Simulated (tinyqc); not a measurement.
# Which input was changed?

Model: physical sputtering: collision-cascade yield, angular dependence, faceting and resputtering in deposition. Computed by tinyqc, a small Python program. Command: `OMP_NUM_THREADS=1 python tinyqc.py 3002406 3002407 out.jsonl sputter which`. One thread of a shared host (Intel(R) Xeon(R) Processor @ 2.30GHz), about 0.05 s of CPU time with the checks.

Ions start collision cascades; atoms that reach the surface with more than U leave. The target is amorphous or fine-grained.

Inputs (values chosen for the exercise, modelled on xenon ions on silicon):

| quantity | value | unit |
|---|---|---|
| ion Z1 | 54 | - |
| ion mass M1 | 131.3 | u |
| target Z2 | 14 | - |
| target mass M2 | 28.09 | u |
| surface binding energy U | 4.63 | eV |
| target density N | 49.9 | 1/nm^3 |
| fit factor Q | 0.67 | - |
| ion energy E | 2000 | eV |
| current density J | 0.15 | mA/cm^2 |

Constants: e = 1.602176634e-19 C.

Method. gamma = 4 M1 M2/(M1 + M2)^2; threshold E_th = 6.7 U/gamma for M1 >= M2, else U (1 + 5.7 M1/M2)/gamma. eps = 0.03255 M2 E/(Z1 Z2 (M1 + M2) z), z = (Z1^(2/3) + Z2^(2/3))^(1/2), E in eV; s_n = 3.441 sqrt(eps) ln(eps + 2.718)/(1 + 6.355 sqrt(eps) + eps (6.882 sqrt(eps) - 1.708)); S_n = 84.78 Z1 Z2 M1 s_n/((M1 + M2) z) in eV angstrom^2; alpha = 0.249 (M2/M1)^0.56 + 0.0035 (M2/M1)^1.5 for M1 <= M2, else 0.0875 (M2/M1)^(-0.15) + 0.165 M2/M1; Y0 = 0.042 Q alpha S_n/U [1 - sqrt(E_th/E)]^2.5 (the electronic-loss factor of the full formula is dropped). Erosion rate = Y0 J/(e N); 1 cm^2 = 1e14 nm^2.

Question. One of these inputs alone was changed, within the range given: ion energy E (1000 to 4000); ion mass M1 (65.65 to 262.6); target mass M2 (14.04 to 56.18); current density J (0.075 to 0.3). Which one, and to what value?

Results:

| run | erosion rate (nm/min) | yield Y0 (atoms per ion) | threshold E_th (eV) |
|---|---|---|---|
| before | 11.02348 | 0.9792357 | 53.41970 |
| after | 10.13958 | 0.9007167 | 53.41970 |

Answer.

Each candidate set to reproduce erosion rate, and what it then gives:

| candidate | range searched | value needed | yield Y0 (atoms per ion) | threshold E_th (eV) |
|---|---|---|---|---|
| ion energy E (eV) | 1000 to 4000 | 1750 | 0.90072 | 53.420 |
| ion mass M1 (u) | 65.65 to 262.6 | 159.7 | 0.90072 | 60.968 |
| target mass M2 (u) | 14.04 to 56.18 | 23.09 | 0.90072 | 60.968 |
| current density J (mA/cm^2) | 0.075 to 0.3 | 0.1380 | 0.97924 | 53.420 |

Only ion energy E fits every result: it went from 2000 to 1750 eV. The next best candidate, current density J, misses one result by 8.7 %.
